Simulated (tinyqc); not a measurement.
Inside a calculation. Method: plane-wave Kohn-Sham cycle with exchange-only LDA in a layered model solid. One step of it, computed by the program tinyqc.

Task: Iteration 1: levels at that k. Diagonalise the Hermitian matrix.

H (hartree), order -2, -1, +0, +1, +2:
```
[[0.372892, -0.245000, 0.000000, 0.000000, 0.000000],
 [-0.245000, -0.024969, -0.245000, 0.000000, 0.000000],
 [0.000000, -0.245000, -0.157589, -0.245000, 0.000000],
 [0.000000, 0.000000, -0.245000, -0.024969, -0.245000],
 [0.000000, 0.000000, 0.000000, -0.245000, 0.372892]]
```

Give: eigenvalues.

Result:

eigenvalues (hartree): [-0.4746, -0.1416, 0.1344, 0.4896, 0.5305]
